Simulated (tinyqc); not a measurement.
Comparisons within one model: donor near an oxide interface in a gate field (two-state model). A value that a table varies takes the place of the one given here.

Interface at z = 0 (hard wall), donor at z = d, field F pulling electrons to the interface: potential e F z; 1 kV/cm = 1e-5 eV/angstrom, c = hbar^2/2m0, q = e^2/(4 pi eps0), Q = (eps - eo)/(eps + eo). Donor state: E_D = e F d - ED - q Q/(4 eps d), the last term joining the images of ion and electron. Interface state: z exp(-b z/2) exp(-rho^2/(2 L^2)) with E_z = c b^2/(4 mz) + 3 e F/b + q Q b/(8 eps), minimised over b; in the plane at z = 3/b the ion (distance D = d - 3/b) and its image (D' = d + 3/b) give E_rho = c/(mt L^2) - (q/eps)(sqrt(pi)/L)[erfcx(D/L) + Q erfcx(D'/L)], erfcx(x) = exp(x^2) erfc(x), minimised over L. E_I = E_z + E_rho.

The two states couple by t = t0 exp(-D/aD) with t0 = q/(eps aD) (2 aD/L) sqrt(aD b/2) v, v a valley factor; this form is an estimate. With detuning u = E_D - E_I the splitting is sqrt(u^2 + 4 t^2) and the lower state has weight (1 - u/sqrt(u^2 + 4 t^2))/2 on the donor.

Constants: hbar^2/2m0 = 3.80998211 eV angstrom^2; e^2/(4 pi eps0) = 14.39964547 eV angstrom.

Parameters, chosen for this exercise (near those of a donor in Si below SiO2, static dielectric constants; the results hold for these values, not for the real material): d = 130 angstrom (depth of the donor); ED = 54.6 meV (bulk binding energy); mz = 0.908 m0 (mass across the interface); mt = 0.194 m0 (mass in the plane); eps = 11.2 (dielectric constant of the semiconductor); eo = 3.9 (dielectric constant of the oxide); aD = 19.2 angstrom (donor radius); v = 0.32 (valley factor); Fl = (60.88, 61.475, 61.714, 61.833, 61.952, 62.19, 62.786) kV/cm (fields); dl = (60, 80, 105, 135, 170, 215, 270) angstrom (depths).

## Sweeping the field

Both levels, the splitting, the donor weight and the mean depth w d + (1 - w) 3/b.

Results:

| F (kV/cm) | E_D (meV) | E_I (meV) | splitting (meV) | donor weight | mean depth (angstrom) |
|---|---|---|---|---|---|
| 60.880 | 23.349 | 24.240 | 0.898 | 0.996 | 129.6 |
| 61.475 | 24.122 | 24.457 | 0.353 | 0.974 | 127.5 |
| 61.714 | 24.433 | 24.544 | 0.159 | 0.851 | 115.9 |
| 61.833 | 24.588 | 24.587 | 0.113 | 0.499 | 82.6 |
| 61.952 | 24.742 | 24.631 | 0.159 | 0.148 | 49.3 |
| 62.190 | 25.052 | 24.717 | 0.353 | 0.026 | 37.7 |
| 62.786 | 25.827 | 24.933 | 0.900 | 0.004 | 35.4 |

E_D rises by 1.30 and E_I by 0.36 meV per kV/cm, so they cross once, near 61.8 kV/cm, where the splitting is 2t = 0.113 meV. The donor weight passes from 0.85 to 0.15 while the detuning goes from -2t to 2t, a window of 0.24 kV/cm or 0.39 % of the field; across the table the charge moves by 94 angstrom.

## Depth of the donor

Critical field, and the coupling, E_rho and L at that field.

Results:

| d (angstrom) | critical field (kV/cm) | e F d/ED | t (meV) | E_rho (meV) | L (angstrom) |
|---|---|---|---|---|---|
| 60 | 168.8 | 1.855 | 2.5 | -22.52 | 55 |
| 80 | 114.1 | 1.672 | 0.83 | -17.57 | 67 |
| 105 | 80.5 | 1.548 | 0.21 | -13.82 | 82 |
| 135 | 59.1 | 1.460 | 0.043 | -11.04 | 97 |
| 170 | 44.8 | 1.396 | 0.0069 | -8.96 | 115 |
| 215 | 34.1 | 1.342 | 0.00067 | -7.23 | 135 |
| 270 | 26.2 | 1.298 | 3.9e-05 | -5.87 | 159 |

The critical field falls from 169 to 26 kV/cm, with exponent -1.24 in d, while t drops by a factor 6.5e+04, about e for each 19 angstrom at the end (aD = 19.2). One lattice plane (1.36 angstrom) of misplacement changes t by 7 % and the critical field by about 1.6 % at 105 angstrom.

## What each parameter does

Critical field (E_D = E_I), and t and L there. Each row changes one parameter from the base and keeps the others.

Results:

| case | critical field (kV/cm) | t (meV) | L (angstrom) |
|---|---|---|---|
| base | 61.8 | 0.0564 | 94.8 |
| d = 120 angstrom | 68.2 | 0.0959 | 89.6 |
| ED = 60.6 meV | 68.2 | 0.0535 | 95.4 |
| aD = 21.1 angstrom | 61.8 | 0.0922 | 94.8 |
| mz = 0.772 m0 | 63.1 | 0.0595 | 94.3 |
| mt = 0.223 m0 | 61.5 | 0.0596 | 89.9 |
| eo = 5.8 | 60.2 | 0.0529 | 97.3 |
| eps = 11.9 | 62.4 | 0.0516 | 96.9 |

The largest shifts from the base row, up to three for each result and ties (the steps differ in size, so this ranks the rows, not the parameters). critical field (kV/cm): d +6.4, ED +6.4, eo -1.6; unchanged at the printed digits by aD. t (meV): d +0.0394, aD +0.0358, eps -0.00478. L (angstrom): d -5.2, mt -4.9, eo +2.5; unchanged at the printed digits by aD.

tinyqc: `OMP_NUM_THREADS=1 python tinyqc.py 1280316 1280317 out.jsonl`; about 0.06 s, one thread, shared Intel(R) Xeon(R) Processor @ 2.30GHz.
